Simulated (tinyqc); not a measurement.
## Trap density from one capacitance

Inverse problem. Traps spread evenly through the insulator exchange electrons with the semiconductor by tunnelling, with tau(x) = t0 exp(2 ka x) at depth x from the interface. The admittance per area Y seen at depth x obeys dY/dx = -Y^2/(i w eps0 eox) + q Nb ln(1 + i w tau)/tau, with Y(0) = i w Cs and w = 2 pi f; the gate sees Y(tox) = G + i w C. Working variable y = Y/(i w), in uF/cm^2. Cox = eps0 eox/tox. Find Nb and G/w.

Inputs (values chosen for the exercise): relative permittivity of the insulator eox = 3.84; insulator thickness tox = 8.8 nm; semiconductor capacitance in accumulation Cs = 0.67 uF/cm^2; decay constant of the wave function in the insulator ka = 6.1 1/nm; time constant of a trap at the interface t0 = 2e-10 s; frequency f = 1000 Hz.

Constants: q = 1.602176634e-19 C, eps0 = 8.8541878128e-14 F/cm where lengths are in cm. Results are converted to the units shown.

C = 0.26539545 uF/cm^2

Solution. C rises steadily with Nb, so one density matches; in practice ka and t0 must come from the frequency dependence.

Nb = 7.10e18 cm^-3 eV^-1
G/w = 0.00242 uF/cm^2

Computed by the program tinyqc: `OMP_NUM_THREADS=1 python tinyqc.py 2202174 2202175 out.jsonl`, one thread of a shared Intel Xeon 2.30GHz, about 0.5 s for the whole run.
